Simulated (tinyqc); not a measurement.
Sneak paths and read margin.

Worst-case read of an N x N array without selectors, ideal wires, unselected lines floating and all unselected cells in the low state with resistance K Ron: the sneak path is Rsn = K Ron [2/(N - 1) + 1/(N - 1)^2], in parallel with the selected cell Rc. A sense resistor Ron to ground gives Vout = Vr Ron/(Ron + Rc Rsn/(Rc + Rsn)); margin = [Vout(Rc = Ron) - Vout(Rc = ra Ron)]/Vr.

Values chosen for this exercise: resistance of the low state Ron = 5 kohm; ratio Roff/Ron ra = 1000; factor by which unselected cells are more resistive K = 1; read voltage Vr = 0.1 V.

Result of one run:
```
N,Rsn (kohm),"Vout, low state (mV)","Vout, high state (mV)",margin (%)
8,1.531,81.01,76.57,4.445
```

What becomes of these results when the array size N is changed from 8 to 128, all else the same?

Result of the changed run:
```
N,Rsn (kohm),"Vout, low state (mV)","Vout, high state (mV)",margin (%)
128,0.07905,98.47,98.44,0.02383
```

The whole series:
```
N,Rsn (kohm),"Vout, low state (mV)","Vout, high state (mV)",margin (%)
2,15.00,57.14,25.06,32.09
3,6.250,64.29,44.48,19.81
4,3.889,69.57,56.27,13.30
8,1.531,81.01,76.57,4.445
16,0.6889,89.20,87.89,1.307
32,0.3278,94.20,93.85,0.3562
64,0.1600,96.99,96.90,0.09315
128,0.07905,98.47,98.44,0.02383
256,0.03929,99.23,99.22,0.006027
```

The margin falls from 32.1 to 0.00603 %; a lone cell has 49.9 %. It first drops below 10 % at N = 8 among the rows, where Rsn = 0.31 Ron. Between the last two rows it goes as N^(-1.98).

Computed by the program tinyqc: `OMP_NUM_THREADS=1 python tinyqc.py 2880027 2880028 out.jsonl`, one thread of a shared Intel Xeon 2.30GHz, about 0.02 s for the whole run.
